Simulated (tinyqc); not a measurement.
Carrier lifetime from Shockley-Read-Hall, radiative, Auger and surface recombination: one step, computed by the program tinyqc. Command: `OMP_NUM_THREADS=1 python tinyqc.py 3013913 3013914 out.jsonl lifetime walk`. One thread of a shared host (Intel(R) Xeon(R) Processor @ 2.30GHz), about 0.03 s of CPU time with the checks.

Energies are counted from the top of the valence band. Boltzmann statistics, full ionisation, and equal excess densities of electrons and holes.

Problem. Steady state under generation. With n = n_0 + dn, p = p_0 + dn and U/dn = 1/tau: (n p - n_i^2)/dn = n_0 + p_0 + dn = s; 1/tau_SRH = s/[tau_p0 (n + n1) + tau_n0 (p + p1)]; 1/tau_rad = B s; 1/tau_Aug = (C_n n + C_p p) s; the rates add, with 1/tau_s. dn solves dn/tau_eff(dn) = G (60 bisections in ln dn between 1e-2 and 1e22 cm^-3); the splitting of the quasi-Fermi levels is k_B T ln(n p/n_i^2).

Inputs (values chosen for the exercise, with bands modelled on germanium): temperature T = 250 K; radiative coefficient B = 4.3e-14 cm^3/s; Auger coefficient C_n = 1.8e-31 cm^6/s; Auger coefficient C_p = 3.7e-31 cm^6/s; generation rate G = 7.5e+23 cm^-3 s^-1.

Doping: n-type. Surface term: two equal surfaces.

n_0 = 2.800027e+14 cm^-3

p_0 = 2.690350e+09 cm^-3

tau_p0 = 0.001007818 s

n1 = 4.704144e+11 cm^-3

tau_n0 = 7.890796e-05 s

p1 = 1.601365e+12 cm^-3

tau_s = 2.844804e-06 s

n_i = 8.679316e+11 cm^-3

Constants: k_B = 8.617333262e-05 eV/K.

Give: steady excess density; lifetime in the steady state; quasi-Fermi splitting under G.

Solution.

steady excess density = 8.9821e+17 cm^-3

lifetime in the steady state = 1.1976e-06 s

quasi-Fermi splitting under G = 0.59675 eV
